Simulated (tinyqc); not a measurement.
From results back to parameters: heavy doping: gap narrowing, degeneracy and the minority density. Five cases, with inputs chosen for the exercise.

Problem. The minority density was computed from a hidden true narrowing dEg.

F_j(eta) = (1/Gamma(j + 1)) integral_0^infinity x^j dx/(1 + exp(x - eta)), which tends to exp(eta) for eta << 0.

Majority: N = Nv F_1/2(eta), eta the distance of EF beyond the majority band edge in kT. Degeneracy factor gam = F_1/2(eta)/exp(eta). ni0^2 = Nc Nv exp(-Eg/kT); product n p = ni0^2 gam exp(dEg/kT), dEg the true narrowing; apparent narrowing dEa = dEg + kT ln gam; minority density = n p/N.

Constants: kB = 8.617333262e-05 eV/K.

Find: dEa; gam; dEg.

Method. dEa = kT ln(minority x N/ni0^2); gam follows from N alone, and dEg = dEa - kT ln gam.

Case 1.

Values chosen (gap and densities of states near those of Si at this temperature; narrowing constants near the fits for Si; the results hold for these values, not for the real material): N = 4.7e+18 1/cm^3 (ionised acceptors, equal to the majority density); Eg = 1.12 eV (gap); Nc = 2.76e+19 1/cm^3 (conduction-band density of states); Nv = 1.11e+19 1/cm^3 (valence-band density of states); T = 300 K.

minority density = 58.5930 1/cm^3

Solution.

dEa = 45.77 meV
gam = 0.8617
dEg = 49.62 meV

Case 2.

Values chosen (gap and densities of states near those of Si at this temperature; narrowing constants near the fits for Si; the results hold for these values, not for the real material): N = 2.7e+17 1/cm^3 (ionised acceptors, equal to the majority density); Eg = 1.136 eV (gap); Nc = 2.09e+19 1/cm^3 (conduction-band density of states); Nv = 8.71e+18 1/cm^3 (valence-band density of states); T = 250 K.

minority density = 0.0159091 1/cm^3

Solution.

dEa = 13.57 meV
gam = 0.9891
dEg = 13.81 meV

Case 3.

Values chosen (gap and densities of states near those of GaAs at this temperature; narrowing constants of the size fitted for Si, not for this material; the results hold for these values, not for the real material): N = 1.6e+19 1/cm^3 (ionised acceptors, equal to the majority density); Eg = 1.432 eV (gap); Nc = 4.5e+17 1/cm^3 (conduction-band density of states); Nv = 9.19e+18 1/cm^3 (valence-band density of states); T = 300 K.

minority density = 2.32212e-06 1/cm^3

Solution.

dEa = 60.12 meV
gam = 0.5481
dEg = 75.67 meV

Case 4.

Values chosen (gap and densities of states near those of InP at this temperature; narrowing constants of the size fitted for Si, not for this material; the results hold for these values, not for the real material): N = 1.8e+18 1/cm^3 (ionised acceptors, equal to the majority density); Eg = 1.34 eV (gap); Nc = 5.75e+17 1/cm^3 (conduction-band density of states); Nv = 1.23e+19 1/cm^3 (valence-band density of states); T = 300 K.

minority density = 0.00115030 1/cm^3

Solution.

dEa = 58.19 meV
gam = 0.9497
dEg = 59.52 meV

Case 5.

Values chosen (gap and densities of states near those of Ge at this temperature; narrowing constants of the size fitted for Si, not for this material; the results hold for these values, not for the real material): N = 5.3e+18 1/cm^3 (ionised acceptors, equal to the majority density); Eg = 0.684 eV (gap); Nc = 7.88e+18 1/cm^3 (conduction-band density of states); Nv = 3.79e+18 1/cm^3 (valence-band density of states); T = 250 K.

minority density = 1.00849e+06 1/cm^3

Solution.

dEa = 51.67 meV
gam = 0.6156
dEg = 62.12 meV

Computed by tinyqc, one run a case: `OMP_NUM_THREADS=1 python tinyqc.py N N+1 out.jsonl` with N = 1650517, 1650544, 1650547, 1650806, 1650809; one thread of a shared Intel(R) Xeon(R) Processor @ 2.30GHz, about 0.01 s a run at most.
